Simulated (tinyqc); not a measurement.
Partial widths from the peak.

Question. A Breit-Wigner resonance has total width G = GL + GR and peak transmission Tp = 4 GL GR/G^2. GL is known to be the larger. Find GL, GR and the lifetime hbar/G.

Constants: q = 1.602176634e-19 C, hbar = 1.054571817e-34 J s. Results are converted to the units shown.

G = 1.9676327 meV
Tp = 0.95258224

Solution. GL and GR have the sum G and the product Tp G^2/4, so they are (G/2)(1 +/- sqrt(1 - Tp)).

GL = 1.20 meV
GR = 0.770 meV
lifetime = 335 fs

Numbers from tinyqc (`OMP_NUM_THREADS=1 python tinyqc.py 2600001 2600002 out.jsonl`; about 0.03 s on one thread of a shared Intel Xeon 2.30GHz).
